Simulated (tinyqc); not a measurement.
MOSFET in saturation, small-signal circuit and noise: one step of the calculation.

Bias by the inversion coefficient IC = I/Ispec (charge-based model with velocity saturation; weak inversion below 0.1, strong above 10). Common-source circuit: gm, gds, Cgs, Cgd and Cj at the inner nodes, Rg in series with the gate; quasi-static, no source or drain resistance, no gate-body capacitance, no substrate network, no induced gate noise, so fmax is an upper estimate.

Task. Noise at the gate. Channel noise Sid = 4 kB T gam n gm with gam = (1/2 + (2/3) qs)/(1 + qs) + gw lc IC, qs = [sqrt(1 + 4 IC) - 1]/2, lc = Ls/L (the last term an empirical rise with velocity saturation); at the gate, white noise Sw = Sid/gm^2 + 4 kB T Rg. Number fluctuation with correlated mobility: S(f) = K/f, K = q^2 Vt lt Nt/(W L Cox^2) (1 + ac mu Cox I/gm)^2, Vt in eV with Nt per eV. Corner fc = K/Sw. Full shot noise would be 2 q I.

Values chosen for this exercise: temperature T = 300 K; gate length L = 28 nm; total gate width W = 20 um; gate capacitance Cox = 0.89 uF/cm^2; mobility mu = 180 cm^2/(V s); slope factor n = 1.41; velocity-saturation length Ls = 20 nm; inversion coefficient IC = 0.49; short-channel excess of the noise factor gw = 0.11; oxide trap density Nt = 8.2e16 cm^-3 eV^-1; tunnelling length into the oxide lt = 0.1 nm; Coulomb scattering coefficient ac = 0 V s/C.

Constants: q = 1.602176634e-19 C, kB = 1.380649e-23 J/K, Vt = kB T/q. Results are converted to the units shown.

I = 105.67395 uA
gm = 1.8858551 mS
Rg = 20.952381 ohm

Find: gam; Sid; Sid/(2 q I); sqrt(Sw); K; fc.

Result.

gam = 0.58264
Sid = 2.5668e-23 A^2/Hz
Sid/(2 q I) = 0.75802
sqrt(Sw) = 2.7504 nV/Hz^0.5
K = 1.2268e-10 V^2
fc = 16.218 MHz

The gate resistance gives 4.6 % of the white noise power.

Computed by the program tinyqc: `OMP_NUM_THREADS=1 python tinyqc.py 2150121 2150122 out.jsonl`, one thread of a shared Intel Xeon 2.30GHz, about 0.01 s for the whole run.
